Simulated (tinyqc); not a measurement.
Worked calculation: tunnelling through a thin dielectric with one trap, as a tight-binding chain. Values are carried at full precision from step to step, so a last printed digit may differ when a step is redone from the rounded ones.

Hopping -t everywhere, t = c/(m a^2), c = hbar^2/2m0; lead sites at 2t (band bottom 0), barrier sites 1 to N at 2t + phi, and site j has U besides. No voltage. Leads give S = -t exp(ika) on sites 1 and N, cos(ka) = 1 - E/(2t). T = (2 t sin(ka))^2 |G_1N|^2, G = (E - H - S)^-1. In the barrier cosh(q a) = 1 + (phi - E)/(2t).

Constants: hbar^2/2m0 = 3.80998211 eV angstrom^2; hbar = 6.58211957e-16 eV s.

Values chosen for the exercise (barrier and mass of the size used for Si3N4 on silicon; the results hold for these values, not for the real material):
```
symbol  value  unit      meaning
a       2      angstrom  site spacing
m       0.4    m0        mass, the same in leads and barrier
phi     2.23   eV        conduction edge of the barrier above that of the leads
U       -3.37  eV        extra energy on the trap site
E       0.86   eV        electron energy
N       7                barrier sites
j       4                site of the trap
```

## Scales

Form t, ka, q a, and the level of the trap in an endless barrier, Eb = phi + 2t - sqrt(4 t^2 + U^2).

t = 2.3812 eV
ka = 0.61039 rad
q a = 0.74141
Eb = 1.1583 eV

## The matrix E - H - S

Fill it in.

E - H - S (eV):
```
[[-4.1812+1.3649i, 2.3812, 0.0000, 0.0000, 0.0000, 0.0000, 0.0000],
 [2.3812, -6.1325, 2.3812, 0.0000, 0.0000, 0.0000, 0.0000],
 [0.0000, 2.3812, -6.1325, 2.3812, 0.0000, 0.0000, 0.0000],
 [0.0000, 0.0000, 2.3812, -2.7625, 2.3812, 0.0000, 0.0000],
 [0.0000, 0.0000, 0.0000, 2.3812, -6.1325, 2.3812, 0.0000],
 [0.0000, 0.0000, 0.0000, 0.0000, 2.3812, -6.1325, 2.3812],
 [0.0000, 0.0000, 0.0000, 0.0000, 0.0000, 2.3812, -4.1812+1.3649i]]
```

## Transmission

Invert the matrix; T = (2 t sin(ka))^2 |G_1N|^2.

first row of G (1/eV): [-0.2900-0.1448i, -0.1723-0.08806i, -0.1538-0.08197i, -0.2237-0.1230i, -0.1057-0.06076i, -0.04857-0.03344i, -0.01938-0.02537i]

T = 0.007595

Without the trap T is 0.000122: the trap changes it by a factor 62 at this energy.

## The resonance

Resonance: the lowest eigenvalue of H + S(E), iterated until its real part equals E (40 rounds from Eb = phi + 2t - sqrt(4t^2 + U^2), the level in an endless barrier). With v the normalised squared amplitudes of that state, Gamma_L = 2 t sin(ka) v_1, Gamma_R = 2 t sin(ka) v_N; Breit-Wigner T = Gamma_L Gamma_R/((E - Er)^2 + (Gamma_L + Gamma_R)^2/4).

Find Er, the two widths, the peak height 4 Gamma_L Gamma_R/(Gamma_L + Gamma_R)^2 and the escape time hbar/(Gamma_L + Gamma_R).

Er = 1.1620 eV

widths (meV): left 39.34, right 39.34

peak height = 1.000
escape time = 8.37 fs

squared amplitudes: [0.0126, 0.0413, 0.1553, 0.5816, 0.1553, 0.0413, 0.0126]

The nearby leads move the level 3.7 meV above its value in an endless barrier. The trap is equally far from both leads, so the peak reaches one.

## Checks

- T at Er from the chain against the Breit-Wigner peak: 0.997 against 1.00.
- T without trap against the closed form for a lattice barrier: both 0.0001225.

Computed by tinyqc, a small Python program: `OMP_NUM_THREADS=1 python tinyqc.py 1481253 1481254 out.jsonl` (the numbers bound the seed that draws the inputs); one thread of a shared host (Intel(R) Xeon(R) Processor @ 2.30GHz), about 0.08 s for the whole set of steps.
